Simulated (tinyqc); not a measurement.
What each parameter does: band gaps under pressure and temperature from deformation potentials.

Murnaghan: V/V0 = (1 + Bp P/B0)^(-1/Bp), B0 = (C11 + 2 C12)/3. Each gap moves by a ln(V/V0) with its volume potential a, and falls with temperature by aV T^2/(T + bV) (Varshni); the two effects are added. No change of phase is considered.

Values chosen for the exercise (near those of InAs, the X and L potentials typical of such crystals; the results hold for these values, not for the real material):
- Eg = 0.419 eV (gap at Gamma to the s-like level at 0 K, 0 GPa)
- EgX = 1.457 eV (gap to X at 0 K, 0 GPa)
- EgL = 1.148 eV (gap to L at 0 K, 0 GPa)
- C11 = 84 GPa
- C12 = 45.4 GPa
- Bp = 4.36 (pressure derivative of the bulk modulus)
- aG = -6.11 eV (volume potential of the Gamma gap)
- aX = 1.03 eV (volume potential of the X gap)
- aL = -4.39 eV (volume potential of the L gap)
- aV = (0.267, 0.279, 0.288) meV/K (Varshni alpha of Gamma, X, L)
- bV = (95, 88, 94) K (Varshni beta of Gamma, X, L)
- P = 3.7 GPa (pressure)
- T = 300 K (temperature)

Gaps at P and T. Each row changes one parameter from the base and keeps the others.

Results:

| case | Gamma (eV) | X (eV) | L (eV) |
|---|---|---|---|
| base | 0.7007 | 1.3345 | 1.3283 |
| T = 350 K | 0.6880 | 1.3212 | 1.3146 |
| C11 = 75.6 GPa | 0.7159 | 1.3320 | 1.3393 |
| C12 = 49.94 GPa | 0.6856 | 1.3371 | 1.3175 |
| Bp = 3.924 | 0.7046 | 1.3339 | 1.3311 |
| aG = -5.499 eV | 0.6664 | 1.3345 | 1.3283 |
| aX = 0.927 eV | 0.7007 | 1.3403 | 1.3283 |
| aL = -4.829 eV | 0.7007 | 1.3345 | 1.3529 |
| P = 3.33 GPa | 0.6700 | 1.3397 | 1.3062 |

The largest shifts from the base row, up to three for each result and ties (the steps differ in size, so this ranks the rows, not the parameters). Gamma (eV): aG -0.0343, P -0.0307, C11 +0.0153; unchanged at the printed digits by aX and aL. X (eV): T -0.0133, aX +0.0058, P +0.0052; unchanged at the printed digits by aG and aL. L (eV): aL +0.0246, P -0.0221, T -0.0137; unchanged at the printed digits by aG and aX.

(tinyqc, `OMP_NUM_THREADS=1 python tinyqc.py 1080197 1080198 out.jsonl`, Intel(R) Xeon(R) Processor @ 2.30GHz, 1 thread, shared host, about 0.01 s.)
